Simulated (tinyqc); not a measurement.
Inputs raised by 5 %, one at a time: Deal-Grove kinetics of thermal oxidation of silicon. Computed by tinyqc, a small Python program. Command: `OMP_NUM_THREADS=1 python tinyqc.py 3005361 3005362 out.jsonl oxide sens`. One thread of a shared host (Intel(R) Xeon(R) Processor @ 2.30GHz), about 0.1 s of CPU time with the checks.

Oxidant diffuses through the oxide and reacts at the interface, so that dx/dt = B/(A + 2x) for the oxide thickness x.

Inputs (values chosen for the exercise, close to those used for silicon): prefactor B0 = 742 um^2/h; activation energy E_B = 1.22 eV; prefactor (B/A)0 = 3.43e+06 um/h; activation energy E_A = 2.02 eV; temperature T = 975 C; oxidant pressure p = 5 atm; pressure exponent m of B/A = 0.74; initial oxide x_i = 0.005 um; time t = 4.3 h; temperature of step 2, T2 = 1000 C; time of step 2, t2 = 2.5 h.

Ambient: dry oxygen. Surface: (100). Extension: second step.

Constants: k_B = 8.617333262e-05 eV/K.

Method:
- B = B0 p exp(-E_B/(k_B T)), B/A = (B/A)0 p^m exp(-E_A/(k_B T)), p in atm; A = B/(B/A).
- Temperatures in kelvin are T(C) + 273.15.
- tau = (x_i^2 + A x_i)/B and x = (A/2) [sqrt(1 + 4 B (t + tau)/A^2) - 1], the root of x^2 + A x = B (t + tau).
- Silicon consumed is 0.44 times the oxide grown; the rate is B/(A + 2x).
- Step 2 starts from the thickness x of step 1, with B and A at T2: tau2 = (x^2 + A2 x)/B2 and x2 = (A2/2) [sqrt(1 + 4 B2 (t2 + tau2)/A2^2) - 1].

Runs:
```
input moved                    from       to  oxide thickness x (um)  final growth rate (um/h)  length A (um)  thickness after both steps x2 (um)
base run                          -        -                  0.2403                   0.04233          0.559                              0.3664
activation energy E_B (eV)     1.22    1.281                  0.2076                   0.03408          0.317                              0.3071
prefactor (B/A)0 (um/h)     3430000  3601500                  0.2464                   0.04292          0.532                              0.3736
activation energy E_A (eV)     2.02    2.121                  0.1262                   0.02616          1.429                              0.2147
oxidant pressure p (atm)          5     5.25                  0.2476                   0.04352          0.566                              0.3772
initial oxide x_i (um)        0.005  0.00525                  0.2404                   0.04231          0.559                              0.3665
time t (h)                      4.3    4.515                  0.2493                   0.04160          0.559                              0.3736
```

Exponents ln(y'/y) / ln(x'/x):
```
input                  oxide thickness x  final growth rate  length A  thickness after both steps x2
activation energy E_B             -2.995             -4.444   -11.624                         -3.615
prefactor (B/A)0                   0.517              0.284    -1.000                          0.402
activation energy E_A            -13.190             -9.860    19.246                        -10.952
oxidant pressure p                 0.620              0.573     0.260                          0.595
initial oxide x_i                  0.012             -0.005     0.000                          0.006
time t                             0.755             -0.353     0.000                          0.397
```

To which inputs is each result most sensitive?

Among the inputs moved here: oxide thickness x answers most in size to activation energy E_A (exponent -13.190), next to activation energy E_B (-2.995). Final growth rate answers most in size to activation energy E_A (exponent -9.860), next to activation energy E_B (-4.444). Length A answers most in size to activation energy E_A (exponent +19.246), next to activation energy E_B (-11.624); its exponent is below 0.0005 for initial oxide x_i, time t. Its exponent -1.000 in prefactor (B/A)0: A = B/(B/A). Thickness after both steps x2 answers most in size to activation energy E_A (exponent -10.952), next to activation energy E_B (-3.615).

Caution (all rows): dry oxides grow faster than Deal-Grove predicts below about 0.03 um, so a start from a thinner film underestimates the thickness (a common remedy is x_i = 0.025 um).
